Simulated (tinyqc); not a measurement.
Two coupled magnetic layers: synthetic antiferromagnet, spin flop, exchange bias and magnetoresistance. From stability limit B_sf of the antiparallel state back to antiferromagnetic coupling J1. Computed by tinyqc, a small Python program. Command: `OMP_NUM_THREADS=1 python tinyqc.py 3001332 3001333 out.jsonl saf inv`. One thread of a shared host (Intel(R) Xeon(R) Processor @ 2.30GHz), about 0.5 s of CPU time with the checks.

Moments lie in the plane at the angles p1, p2 from the field. Energy per area: E = J1 cos(p1 - p2) + J2 cos^2(p1 - p2) - B M_s (t1 cos p1 + t2 cos p2) + K (t1 sin^2 p1 + t2 sin^2 p2).

Inputs (values chosen for the exercise, for a model stack):

| quantity | value | unit |
|---|---|---|
| saturation magnetisation M_s | 1260 | kA/m |
| thickness t1 | 3 | nm |
| thickness t2 | 2.6 | nm |
| biquadratic coupling J2 | 0 | mJ/m^2 |
| in-plane anisotropy K | 0.97 | kJ/m^3 |

Field direction: along the easy axis.

Method. With p1 = 0, p2 = 180 degrees and c2 = J1 - 2 J2 the Hessian is [[c2 + t1 (2K + b), -c2], [-c2, c2 + t2 (2K - b)]], b = B M_s; its determinant vanishes at the positive root of t1 t2 b^2 - c2 (t1 - t2) b - [2K c2 (t1 + t2) + 4 K^2 t1 t2] = 0.

Task: A run gave the result below. Find the antiferromagnetic coupling J1, known to lie between 0.059 and 0.15 mJ/m^2.

stability limit B_sf of the antiparallel state = 11.16675 mT

Result:

Each step takes the trial c = (a f_b - b f_a)/(f_b - f_a), f being the result less the target and a, b, c the logarithms of the listed values; c replaces end b, the old b replaces a if the sign of f changed, and otherwise f_a is halved.

Scan of the range:

| antiferromagnetic coupling J1 (mJ/m^2) | stability limit B_sf of the antiparallel state (mT) |
|---|---|
| 0.0590 | 8.6554 |
| 0.0689 | 9.4509 |
| 0.0805 | 10.3375 |
| 0.0941 | 11.3273 |
| 0.1100 | 12.4309 |
| 0.1280 | 13.6253 |
| 0.1500 | 15.0227 |

False position (Illinois rule, in the logarithm of the input) inside the bracket:

| step | end a | end b | trial | stability limit B_sf of the antiparallel state (mT) |
|---|---|---|---|---|
| 1 | 0.0805000 | 0.0941000 | 0.0917473 | 11.1594 |
| 2 | 0.0941000 | 0.0917473 | 0.0918491 | 11.1667 |
| 3 | 0.0941000 | 0.0918491 | 0.0918508 | 11.1668 |
| 4 | 0.0918491 | 0.0918508 | 0.0918499 | 11.1668 |

Stability limit B_sf of the antiparallel state rises at every point of a 13-point scan of the range (every second point is shown), so one value fits; it is bracketed by 0.0805 and 0.0941. Answer: antiferromagnetic coupling J1 = 0.09185 mJ/m^2.
